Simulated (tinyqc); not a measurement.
Changing the allowed failure fraction F: time-dependent dielectric breakdown: cell percolation, Weibull statistics, area scaling and voltage extrapolation. Computed by tinyqc, a small Python program. Command: `OMP_NUM_THREADS=1 python tinyqc.py 3014451 3014452 out.jsonl tddb sweep`. One thread of a shared host (Intel(R) Xeon(R) Processor @ 2.30GHz), about 0.01 s of CPU time with the checks.

The oxide is divided into columns of area a^2, each holding m = t_ox/a cells (m is taken as continuous). A share lambda(t) = (t/t_1)^alpha of the cells is defective, and a column whose cells are all defective breaks down.

Inputs (values chosen for the exercise, for a model gate oxide):
```
quantity                                                   value  unit
oxide thickness t_ox                                         5.8    nm
defect cell size a                                           1.1    nm
exponent alpha of defect growth                             0.37     -
time t_1 at which the occupied share would reach 1       7.4e+07     s
test area A                                                  400  um^2
product area A_u                                           7e+06  um^2
stress voltage V                                            6.74     V
use voltage V_u                                              3.1     V
local exponent n = -d ln t/d ln V at the stress voltage       41     -
activation energy E_a                                        0.6    eV
stress temperature T                                         175     C
use temperature T_u                                          100     C
```

Voltage law used: 1/E.

Constants: k_B = 8.617333262e-05 eV/K.

Method:
- Failure fraction F = 1 - (1 - lambda^m)^N with N = A/a^2 columns, which for small lambda^m is 1 - exp(-(t/t63)^beta) with beta = alpha m and t63 = t_1 N^(-1/beta); critical share lambda(t63) = N^(-1/m). 1 um^2 = 1e6 nm^2.
- All three voltage laws share the slope n at the stress voltage. Factor t(V_u)/t(V): E law exp(n (1 - V_u/V)); 1/E law exp(n (V/V_u - 1)); power law (V/V_u)^n.
- Temperatures in kelvin are T(C) + 273.15.
- Temperature factor exp[(E_a/k_B)(1/T_u - 1/T)]; area factor (A/A_u)^(1/beta); percentile factor (-ln(1 - F))^(1/beta); life = t63 x all four; 1 year = 3.15576e7 s.

One run for each value:
```
allowed failure fraction F  projected life (years)  percentile factor
1.00e-07                                3.1936e+12         2.5818e-04
1.00e-06                                1.0396e+13         8.4045e-04
1.00e-05                                3.3842e+13         2.7359e-03
1.00e-04                                1.1016e+14         8.9060e-03
1.00e-03                                3.5869e+14         2.8998e-02
1.00e-02                                1.1703e+15         9.4614e-02
1.00e-01                                3.9030e+15         3.1553e-01
5.00e-01                                1.0251e+16         8.2872e-01
```

What does the table show, and why?

Over the rows, projected life (years) rises from 3.19e12 to 1.03e16 (exponent d ln y / d ln x 0.51 between the first rows and 0.60 between the last); percentile factor rises from 2.58e-4 to 0.829 (exponent d ln y / d ln x 0.51 between the first rows and 0.60 between the last). For small F the life scales as F^(1/beta), 1/beta = 0.513.

Caution (all rows): t_1 is an input here; in a real oxide it changes with thickness at fixed voltage. Caution (all rows): a voltage factor of more than nine decades rests wholly on the chosen law and cannot be tested.
